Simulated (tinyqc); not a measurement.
Coherent potential approximation for a binary alloy with a semi-elliptic band, step by step. Values are carried at full precision from step to step, so a last printed digit may differ when a step is redone from the rounded ones.

Site levels eA = -x d (share 1 - x) and eB = (1 - x) d (share x), so that their mean, the virtual crystal, is 0. Pure band: G0(z) = 2 (z - sqrt(z - W) sqrt(z + W))/W^2 with principal roots, density -Im G/pi per site. The medium has a self-energy S(z), G = G0(z - S), z = E + i eta. t_i = (e_i - S)/(1 - (e_i - S) G); the CPA demands <t> = (1 - x) tA + x tB = 0. Iteration: start at S = 0, set S(new) = S + <t>/(1 + <t> G), stop when |<t>| < 1e-9 eV.

Constants: hbar = 6.58211957e-16 eV s.

Parameters, chosen for this exercise: W = 4.6 eV (half width of the pure band); x = 0.15 (fraction of B); d = 1.85 eV (eB - eA); eta = 0.092 eV (broadening); E = 2.63 eV (energy).

## First step: the average t-matrix

With S = 0 form G, tA, tB, <t> and the new S.

eA, eB (eV): -0.2775  1.5725

G = 0.24253-0.34817i 1/eV

tA, tB (eV): -0.2579-0.0233i  1.4254-1.2615i

<t> = -0.0054-0.2091i eV
S after one step = 0.0061-0.2255i eV

## The self-consistent medium

Iterate.

Iterations:

| i | S (eV) | G (1/eV) | \|<t>\| (eV) |
|---|---|---|---|
| 0 | 0.00000 | 0.24253-0.34817i | 0.209 |
| 1 | 0.00607-0.22549i | 0.22728-0.32896i | 0.0159 |
| 2 | 0.01716-0.23692i | 0.22562-0.32873i | 0.00114 |
| 3 | 0.01830-0.23691i | 0.22553-0.32880i | 8.18e-05 |
| 4 | 0.01836-0.23685i | 0.22553-0.32881i | 5.85e-06 |
| 5 | 0.01836-0.23685i | 0.22553-0.32881i | 4.18e-07 |
| 6 | 0.01836-0.23685i | 0.22553-0.32881i | 2.99e-08 |
| 7 | 0.01836-0.23685i | 0.22553-0.32881i | 2.14e-09 |
| 8 | 0.01836-0.23685i | 0.22553-0.32881i | 1.53e-10 |

S = 0.01836-0.23685i eV
G = 0.22553-0.32881i 1/eV

Converged at i = 8. The first step gave 0.0061-0.2255i eV.

## Densities on A and B, and the lifetime

G_i = G/(1 - (e_i - S) G); densities -Im G_i/pi; their weighted sum must be -Im G/pi. Lifetime hbar/(2 |Im S|), which has a meaning only while |Im S| is small against W. Weak-scattering value of S: x (1 - x) d^2 G.

densities (1/eV): on A 0.0926, on B 0.1729, weighted sum 0.1047, medium 0.1047

lifetime = 1.39 fs
weak-scattering S = 0.0984-0.1435i eV

A B site carries the larger density here, by a factor 1.87; the weak-scattering value is 52 % from S.

## Checks

- Weighted sum of the partial densities against the density of the medium: both 0.10466.

Run: tinyqc, `OMP_NUM_THREADS=1 python tinyqc.py 1452089 1452090 out.jsonl`; Intel(R) Xeon(R) Processor @ 2.30GHz, one thread, shared host; about 0.01 s of CPU time with all checks.
